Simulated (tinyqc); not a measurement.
Width from the threshold shift.

Inverse problem. Undoped body with a flat potential across it, hard walls, transport along x. Three valley pairs (g = 2 each) with the longitudinal mass along x, y or z. Non-parabolicity enters the subband edges through E (1 + al E) = gamma, so E = 2 gamma/(1 + sqrt(1 + 4 al gamma)); motion within a subband is taken as parabolic with the band-edge mass. Energies are counted from the bulk band edge. gamma = C pi^2 [a^2/(my (t + dl)^2) + b^2/(mz (H + dl)^2)], C = hbar^2/(2 m0). Each subband has N_k = g sqrt(2 mx m0 kB T/(pi hbar^2)); without degeneracy n = exp(EF/Vt) sum N_k exp(-E_k/Vt). Classical value Nc times t H, Nc = sum over valleys of 2 g (m m0 kB T/(2 pi hbar^2))^1.5 with m = (mx my mz)^(1/3). Threshold shift dVT = Vt ln(classical value/sum N_k exp(-E_k/Vt)). Find t and the lowest subband edge.

Parameters, values chosen for the exercise; masses close to those of silicon: temperature T = 77 K; longitudinal mass ml = 0.898 m0; transverse mass mt = 0.19 m0; non-parabolicity al = 0.5 1/eV; widening of the box by penetration into the insulator dl = 0.3 nm; height (along z) H = 8.1 nm.

Constants: q = 1.602176634e-19 C, kB = 1.380649e-23 J/K, hbar = 1.054571817e-34 J s, m0 = 9.1093837015e-31 kg, Vt = kB T/q, hbar^2/(2 m0) = 0.0380998212 eV nm^2. Results are converted to the units shown.

dVT = 28.853683 mV

Solution. dVT is evaluated for trial values of t with all subbands; between 1.5 and 25 nm one value matches.

t = 8.10 nm
E_1 = 33.4 meV

Computed by the program tinyqc: `OMP_NUM_THREADS=1 python tinyqc.py 2350067 2350068 out.jsonl`, one thread of a shared Intel Xeon 2.30GHz, about 0.2 s for the whole run.
